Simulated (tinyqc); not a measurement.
# Gate sheet resistance from two finger widths

Inverse problem. At low frequency R = Rsh Wf/(3 L) + B/Wf, where B collects the channel and vertical terms. Find Rsh, B and the width of lowest R.

Values chosen for this exercise:
- L = 1.8 um (channel length)

input resistance of single fingers, contacted at one end, of width 0.56 and 6.5 um (ohm): 947.11302  89.482906

Answer. R Wf is a straight line in Wf^2; the minimum of R lies where both terms are equal.

Rsh = 6.600 ohm/square
B = 530.0 ohm um
width of lowest R = 20.82 um

Computed by the program tinyqc: `OMP_NUM_THREADS=1 python tinyqc.py 2262181 2262182 out.jsonl`, one thread of a shared Intel Xeon 2.30GHz, about 0.01 s for the whole run.
